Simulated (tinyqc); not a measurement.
Choosing the offset: vacuum evaporation: vapour pressure, source flux, thickness distribution, purity and step coverage. Computed by tinyqc, a small Python program. Command: `OMP_NUM_THREADS=1 python tinyqc.py 3113028 3113029 out.jsonl evap walk`. One thread of a shared host (Intel(R) Xeon(R) Processor @ 2.30GHz), about 0.01 s of CPU time with the checks.

Molecular flow, unit sticking of the metal, no re-evaporation. The background gas is taken as water vapour (18.015 g/mol, collision diameter 0.37 nm) at 300 K.

Inputs (values chosen for the exercise, modelled on indium, with constants for the liquid): directionality n = 2; source-to-wafer distance h = 68 cm; wafer radius R = 5 cm.

Method. Rotating wafer, source offset by s and facing upwards: thickness at radius r is the mean over the angle a of (1 + (r^2 + s^2 - 2 r s cos a)/h^2)^(-(n + 3)/2), by 360 equal steps; non-uniformity (max - min)/(max + min) over 21 radii from 0 to R. The curvature at the centre vanishes at s/h = sqrt(2/(n + 3)).

Against the offset:

| s/h | centre thickness | edge over centre | non-uniformity (%) |
|---|---|---|---|
| 0.0 | 1.0000 | 0.9866 | 0.67399 |
| 0.2 | 0.9066 | 0.9888 | 0.56153 |
| 0.4 | 0.6900 | 0.9940 | 0.30227 |
| 0.5 | 0.5724 | 0.9967 | 0.16370 |
| 0.6 | 0.4636 | 0.9992 | 0.03833 |
| 0.7 | 0.3690 | 1.0013 | 0.06666 |
| 0.8 | 0.2903 | 1.0030 | 0.14905 |
| 0.9 | 0.2269 | 1.0042 | 0.20993 |
| 1.1 | 0.1377 | 1.0056 | 0.27913 |

The best row, s/h = 0.6, has 0.038 % against 0.67 % on the axis, at the price of a rate lower by a factor 2.16; the small-wafer optimum is sqrt(2/(n + 3)) = 0.63.

Extremes, crossings and ranges named in words are read from the listed rows.
